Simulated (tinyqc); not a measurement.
Permittivity and interface capacitance from two thicknesses.

Inverse problem. 1/C = t/(eps0 ek) + 2/ci for planar capacitors that differ only in thickness. Find ek, ci and the EOT of the interfaces, 2 x 3.9 eps0/ci.

Constants: eps0 = 8.8541878128e-14 F/cm where lengths are in cm. Results are converted to the units shown.

C at t = 10 and 31 nm (uF/cm^2): [2.0633290, 0.70865592]

Solution. 1/C is a straight line in t: the slope gives ek and the intercept 2/ci. A single thickness would give only the effective permittivity; when the interfaces are a small part of 1/C, ci needs very accurate data.

ek = 25.6
ci = 46.0 uF/cm^2
EOT of the interfaces = 0.150 nm

tinyqc, about 0.01 s, one thread, Intel Xeon 2.30GHz (shared host): `OMP_NUM_THREADS=1 python tinyqc.py 2102120 2102121 out.jsonl`
